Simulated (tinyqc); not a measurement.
Weakening the contact bond: metal-induced gap states at the contact of a metal chain and a two-band chain.

The semiconductor alternates sites A at -Eg/2 and C at +Eg/2 with hopping -t; the gap runs from -Eg/2 to Eg/2. In the gap cosh(q a) = 1 + (Eg^2/4 - E^2)/(2 t^2) and the amplitude changes by -exp(-q a) a period. The metal has site energy 0 and hopping -tm; its end site has g_m = (E - i sqrt(4 tm^2 - E^2))/(2 tm^2). Sites 1, 2, ... count into the semiconductor, with energies e1, e2 alternating. The clean half chain has g1 = 1/(E - e1 - t^2 g2), g2 = 1/(E - e2 - t^2 g1), decaying root. With the contact G11 = 1/(1/g1 - tc^2 g_m), and the density on site j is -Im G_jj/pi = |psi_j/psi_1|^2 (-Im G11/pi), per spin, with psi_2/psi_1 = -t g2, psi_3/psi_2 = -t g1.

Constants: e^2/(4 pi eps0) = 14.39964547 eV angstrom.

Values chosen for the exercise (gap and optical dielectric constant near those of SiC; the chain itself is a model; not measured data): Eg = 3.32 eV (gap); t = 2.44 eV (hopping in the semiconductor); tm = 1.62 eV (hopping in the metal); end = C (site that touches the metal); a = 3.08 angstrom (period (two sites); one chain for each area a^2); eps = 6.4 (dielectric constant); E = 1.23 eV (energy from mid-gap).

At the given E, tc is varied, as by a thin spacer. xi = 1/(2q), N = 2 (summed density)/a^2, S = 1/(1 + 4 pi e^2 N xi/eps) with xi and eps kept.

Against tc:

| tc (eV) | D1 (1/eV) | summed density (1/eV) | S |
|---|---|---|---|
| 0.10 | 0.00130 | 0.00239 | 0.9539 |
| 0.25 | 0.00795 | 0.01460 | 0.7717 |
| 0.50 | 0.02921 | 0.05367 | 0.4790 |
| 0.80 | 0.06112 | 0.11227 | 0.3053 |
| 1.20 | 0.08783 | 0.16135 | 0.2342 |
| 1.80 | 0.08196 | 0.15056 | 0.2468 |
| 2.50 | 0.05757 | 0.10575 | 0.3182 |
| 3.50 | 0.03407 | 0.06260 | 0.4408 |

What does the comparison show, and why?

For a weak bond the density goes as tc^2 (ratio 6.12 between 0.25 and 0.1 eV, against 6.25). It is largest at tc = 1.2 eV among these rows and falls beyond, as the first site pairs off with the metal. S is 0.954 at 0.1 eV and has its least value, 0.234, in that row.

tinyqc: `OMP_NUM_THREADS=1 python tinyqc.py 1480024 1480025 out.jsonl`; about 0.01 s, one thread, shared Intel(R) Xeon(R) Processor @ 2.30GHz.
